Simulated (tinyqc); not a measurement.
Course in time: spin coating of a resist or spin-on film: centrifugal thinning, evaporation and the final thickness (Emslie and Meyerhofer models). Computed by tinyqc, a small Python program. Command: `OMP_NUM_THREADS=1 python tinyqc.py 3112935 3112936 out.jsonl spincoat walk`. One thread of a shared host (Intel(R) Xeon(R) Processor @ 2.30GHz), about 0.07 s of CPU time with the checks.

A Newtonian film stays uniform over the wafer; solvent and solids have the same density and the concentration is uniform through the thickness.

Inputs (values chosen for the exercise, of the order of those of a polymer resist in an ester solvent):
```
quantity                                 value          unit
solids volume fraction c0                 0.22             -
kinematic viscosity of the solvent nu_s    1.9        mm^2/s
viscosity constant k                      2400        mm^2/s
viscosity exponent gamma                   2.4             -
spin speed f                              2500           rpm
evaporation rate at 1000 rpm e0            0.6  micrometre/s
starting thickness h0                      300    micrometre
wafer radius R                             100            mm
shrinkage in the bake                       15             %
```

Method:
- omega = 2 pi f/60; nu(c) = nu_s + k c^gamma; evaporation rate e = e0 sqrt(f/1000 rpm).
- Flow constant K = 2 omega^2/(3 nu(c0)); Reynolds number of the air omega R^2/nu_air with nu_air = 15 mm^2/s.
- Meyerhofer estimate: flow rules until (1 - c0) K h^3 = e, then evaporation alone: h_w = (e/((1 - c0) K))^(1/3), dry film c0 h_w.
- Full model for solids s and liquid l per area, h = s + l, c = s/h: ds/dt = -c Q, dl/dt = -(1 - c) Q - e, Q = 2 omega^2 h^3/(3 nu(c)); integrated adaptively (relative tolerance 1e-9) until l = 0.
- Dry film = s at l = 0, before the bake; film after the bake = s x (1 - shrinkage).
- Times are fractions of the time to dry.

omega = 261.799 1/s

evaporation rate e = 0.948683 micrometre/s

dry film = 2953.09 nm

dry film, estimate = 2645.05 nm

History:
```
fraction   t (s)  h (micrometre)        c  nu (mm^2/s)         Q/e  s (nm)
0.003      0.038          124.17  0.22005         65.3  1.4115e+03   27323
0.010      0.128           72.49  0.22026         65.5  2.8020e+02   15966
0.030      0.384           42.66  0.22128         66.2  5.6513e+01    9440
0.100      1.280           23.43  0.22776         70.8  8.7537e+00    5337
0.200      2.560           16.39  0.24268         82.1  2.5841e+00    3978
0.350      4.480           11.96  0.27693        112.0  7.3516e-01    3312
0.500      6.399            9.34  0.32927        168.8  2.3252e-01    3075
0.700      8.959            6.64  0.44822        351.7  4.0031e-02    2975
0.900     11.519            4.17  0.70868       1052.1  3.3175e-03    2955
```

Q/e drops below 1 between t = 2.6 and 4.5 s, when c has risen from 0.22 to about 0.277; after that row the solids fall by a further 11 %. The full model gives 1.12 times the two-stage estimate.
